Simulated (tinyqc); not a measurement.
## Energy and delay of logic against supply voltage: optimum supplies against the temperature

One expression serves below and above threshold: I(Vg) = Ik [ln(1 + exp((Vg - VT + dd V)/(al nf Vt)))]^al, with I_on = I(V) and I_off = I(0). Gate delay td = kd C V/I_on, clock period LD td. Per gate and cycle the switching energy is act C V^2 and the leakage energy I_off V LD td. No short-circuit current, no variation. Minima are sought above 0.09 V; below a few Vt gates no longer switch and the model has no meaning.

V_min minimises the energy and V_EDP the product of energy and td. VT, Ik and nf are held fixed.

Inputs (values chosen for the exercise); values of the order met in logic technologies: threshold voltage at zero drain bias VT = 0.35 V; slope factor nf = 1.38; barrier lowering per volt of supply dd = 0.06; specific current of a gate Ik = 0.34 uA; exponent of the current law al = 1.37; load capacitance of a gate C = 0.51 fF; delay factor kd = 0.8; logic depth LD = 60; activity factor act = 0.2.

Constants: q = 1.602176634e-19 C, kB = 1.380649e-23 J/K, Vt = kB T/q. Results are converted to the units shown.

Optimum supplies against the temperature:
```
T (K)  V_min (V)  energy at V_min (aJ)  leakage share (%)  clock at V_min (MHz)  V_EDP (V)  clock at V_EDP (GHz)
220       0.1630                 3.997              32.23               0.09679     0.6076                0.4086
250       0.1851                 5.179              32.51                0.4189     0.6074                0.3428
280       0.2072                 6.545              33.10                 1.285     0.6073                0.2934
310       0.2291                 8.130              34.16                 3.064     0.6074                0.2554
340       0.2508                 9.986              35.76                 6.019     0.6084                0.2259
```

As T goes from 220 to 340, V_min rises from 0.163 to 0.251 V, the energy there rises from 4.00 to 9.99 aJ, the clock there rises from 0.0968 to 6.02 MHz and V_EDP stays near 0.608 V.

Numbers from tinyqc (`OMP_NUM_THREADS=1 python tinyqc.py 2082038 2082039 out.jsonl`; about 0.01 s on one thread of a shared Intel Xeon 2.30GHz).
